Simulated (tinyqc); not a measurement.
Trap density from the barrier height.

Problem. In a partly depleted grain with all boundary traps filled, 2 N W = Qt and VB = q N W^2/(2 eps0 eps_r). Find Qt, W and the doping at which VB would equal Vt.

Parameters, values chosen for the exercise:
```
symbol  value  unit                meaning
T         400     K            temperature
eps_r    11.7        relative permittivity
```

Constants: q = 1.602176634e-19 C, kB = 1.380649e-23 J/K, Vt = kB T/q, eps0 = 8.8541878128e-14 F/cm where lengths are in cm. Results are converted to the units shown.

doping = 7e17 cm^-3
barrier height = 0.20133316 V

Answer. Eliminating W gives VB = q Qt^2/(8 eps0 eps_r N), which falls as 1/N.

Qt = 2.700e12 cm^-2
W = 19.29 nm
doping for VB = Vt = 4.089e18 cm^-3

Computed by the program tinyqc: `OMP_NUM_THREADS=1 python tinyqc.py 2830174 2830175 out.jsonl`, one thread of a shared Intel Xeon 2.30GHz, about 0.01 s for the whole run.
